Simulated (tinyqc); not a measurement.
# Worked calculation: p-type polysilicon, carrier trapping at grain boundaries

tinyqc, about 0.01 s, one thread, Intel Xeon 2.30GHz (shared host): `OMP_NUM_THREADS=1 python tinyqc.py 2830256 2830257 out.jsonl` Printed values are rounded.

One-dimensional grains of size Lg, uniform ionised doping N, monovalent traps Qt at each boundary at a depth Et below (for electrons) or above (for holes) the band edge there, abrupt depletion of width W on each side of a boundary, Boltzmann statistics. xi is the distance from the band edge at the grain centre to the Fermi level. Trapped charge Qt/(1 + exp((xi + VB - Et)/Vt)) = 2 N W, barrier VB = q N W^2/(2 eps0 eps_r).

Inputs (values chosen for the exercise); values of the order met in polycrystalline silicon: temperature T = 300 K; relative permittivity eps_r = 11.7; valence-band density of states at T NB = 2.65e19 cm^-3; grain size Lg = 27 nm; trap density of a grain boundary Qt = 4.1e12 cm^-2; depth of the trap level from the majority band edge at the boundary Et = 0.38 eV; mass for thermionic emission ms = 0.38 m0; correction factor of the emission rate fe = 0.5; doping N = 4.1e17 cm^-3.

Constants: q = 1.602176634e-19 C, kB = 1.380649e-23 J/K, m0 = 9.1093837015e-31 kg, Vt = kB T/q, eps0 = 8.8541878128e-14 F/cm where lengths are in cm. Results are converted to the units shown.

## Depletion width, Fermi level and barrier

If the trap equation with xi = Vt ln(NB/N) has a root W < Lg/2, the grain is partly depleted; otherwise W = Lg/2 and the trap equation gives xi = Et - VB + Vt ln(Qt/(N Lg) - 1). N* = Qt/Lg.

N* = 1.51852e18 cm^-3
W = 13.5 nm
xi = 0.347930 V
VB = 0.0577826 V
share of traps filled = 0.27

N is 0.270 N*, and the grain is fully depleted; VB = 2.24 Vt.

## Resistivity and effective mobility

n0 = NB exp(-xi/Vt); mean density n0 (1 - 2 W/Lg) by charge balance in a partly depleted grain, and n0 (sqrt(pi)/2) erf(u)/u with u = sqrt(VB/Vt) in a fully depleted one; v = sqrt(kB T/(2 pi ms m0)); barrier resistivity Vt exp(VB/Vt)/(q fe n0 v Lg); grain resistivity (1 - 2 W/Lg)/(q n0 mug); effective mobility 1/(q mean density total resistivity).

n0 = 3.78681e13 cm^-3
mean density = 2.16732e13 cm^-3
v = 4.36391e6 cm/s
barrier resistivity = 6760.93 ohm cm
grain resistivity = 0.00000 ohm cm
resistivity = 6760.93 ohm cm
effective mobility = 42.5951 cm^2/(V s)

The resistivity is 43500 times that of a single crystal with the same N and mobility mug, and the mean density is 0.00529 % of N.
